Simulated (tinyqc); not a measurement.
Inside a calculation. Method: G0W0 on RHF in the sto-3g basis, for H2, spin multiplicity 1. One step of it, computed by the program tinyqc.

Task: Screening: direct RPA. With D = e_a - e_i and K = (ia|jb): diagonalise D^(1/2) (D + 4K) D^(1/2) = Z w^2 Z^T; X + Y = D^(1/2) Z w^(-1/2), each column of Z with its largest component positive (the first on a tie); E_c = (sum w - tr (D + 2K)) / 2.

orbital energies (hartree): [-0.525798, 0.546529]

Two-electron integrals over orbitals (pq|rs), unique and non-zero (hartree):
```
(11|11) 0.648828   (21|21) 0.189178   (22|11) 0.640757   (22|22) 0.673383
```

Give: D^(1/2) (D + 4K) D^(1/2); excitation energies w; X + Y; RPA correlation energy.

Result:

D^(1/2) (D + 4K) D^(1/2) (hartree^2), order 1>2:
```
[[1.9613]]
```

excitation energies w (hartree): [1.4005]

X + Y, order 1>2:
```
[[0.8750]]
```

RPA correlation energy = -0.025104 hartree
